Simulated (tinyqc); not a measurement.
From results to parameters: Luttinger model of the valence bands. Computed by the program tinyqc.

Problem. In the four-band Luttinger model 1/m = g1 -/+ 2 g2 along [100] and g1 -/+ 2 g3 along [111]. Find g1, g2, g3 and the light hole mass along [111].

heavy and light hole masses along [100] (electron masses): 0.136240  0.046773
heavy hole mass along [111] = 0.216450 electron masses

Solution. The mean of the two inverse masses along [100] is g1 and a quarter of their difference is g2; g3 = (g1 - 1/m_hh[111])/2.

g1, g2, g3: 14.3600  3.5100  4.8700
light hole mass along [111] = 0.041 electron masses
